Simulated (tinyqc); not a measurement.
Grain-boundary diffusion: Harrison regimes, Fisher and Le Claire analysis, Hart average: one step, computed by the program tinyqc. Command: `OMP_NUM_THREADS=1 python tinyqc.py 3003455 3003456 out.jsonl gbdiff walk`. One thread of a shared host (Intel(R) Xeon(R) Processor @ 2.30GHz), about 0.01 s of CPU time with the checks.

A boundary is a slab of width delta with diffusivity D_b, normal to a surface held at constant concentration; it leaks into grains of diffusivity D.

Question. Regime. l = sqrt(D t); P = s delta D_b; alpha = s delta/(2 l); beta = P/(2 D l). Regime A if l > 3 d, C if alpha > 1, B if alpha < 0.1, l < d/4 and beta > 10, otherwise a transition.

Inputs (values chosen for the exercise, for a model polycrystal): boundary width delta = 0.98 nm; segregation factor s = 3; grain size d = 1 um; temperature T = 1370 K; time t = 470000 s.

D = 5.682379e-18 m^2/s

triple product P = 1.009735e-21 m^3/s

Give: lattice diffusion length l; alpha; beta; regime.

Answer.

lattice diffusion length l = 1.634 um

alpha = 8.995e-04

beta = 54.37

Regime: transition

The run lies between the ideal regimes.
